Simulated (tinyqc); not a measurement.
Worked calculation: Hubbard ring of 3 sites. Computed by tinyqc, a small Python program that keeps every step. Settings: hopping = 0.76, U = 0.6, mixing = 0.2, iteration cap = 52. Command: `OMP_NUM_THREADS=1 python tinyqc.py 21997 21998 out.jsonl` (the two numbers bound the seeds that draw the settings). One thread of a shared host (Intel(R) Xeon(R) Processor @ 2.60GHz), about 0.2 s of CPU time with the checks.

one-body matrix (hopping and site energies) (eV), lower triangle:
```
,1,2,3
1,0.00000
2,-0.76000,0.00000
3,-0.76000,-0.76000,0.00000
```

U = 0.60000 eV

electrons, up and down: 2  2

n(up) at the start (a guess, not normalised): 1 1.00000, 2 0.21700, 3 1.00000

n(down) at the start (a guess): 1 0.21700, 2 1.00000, 3 0.21700

Each step fills the lowest levels of T + U n(other spin) and sets n(new) = n + mixing (n(out) - n); stop when output and input agree to 1e-8.

Course of the cycle:
```
iteration,E (eV),largest |n(out) - n(in)|,mean |n_up - n_down|
1,-0.8261059,2.83e-01,0.49886
2,-0.8269031,2.26e-01,0.49538
3,-0.8274227,1.81e-01,0.49255
4,-0.8277601,1.45e-01,0.49025
5,-0.8279784,1.16e-01,0.48839
6,-0.8281195,9.27e-02,0.48688
7,-0.8282104,7.42e-02,0.48567
8,-0.8282689,5.93e-02,0.48470
9,-0.8283065,4.75e-02,0.48392
10,-0.8283307,3.80e-02,0.48329
11,-0.8283462,3.04e-02,0.48278
...,...,...,...
42,-0.8283739,3.44e-05,0.48076
43,-0.8283739,2.81e-05,0.48076
44,-0.8283739,2.30e-05,0.48076
45,-0.8283739,1.88e-05,0.48076
46,-0.8283739,1.53e-05,0.48076
47,-0.8283739,1.25e-05,0.48076
48,-0.8283739,1.02e-05,0.48076
49,-0.8283739,8.33e-06,0.48076
50,-0.8283739,6.79e-06,0.48076
51,-0.8283739,5.54e-06,0.48076
52,-0.8283739,4.51e-06,0.48076
```

Can the last value be used, and what does the course show?

Not by the stop rule, although the second column moves by less than 1e-07 over the last three steps. Not converged within 52 iterations: the residual falls steadily but slowly, by a factor of about 0.82 a step. The lowest mean-field energy found from random starts is -0.82837 eV. Reruns (cap 100 unless said): mixing 0.5: converged in 28 (E = -0.82837); mixing 0.9: converged in 10 (E = -0.82837); the original settings with a cap of 400: converged in 82 (E = -0.82837).
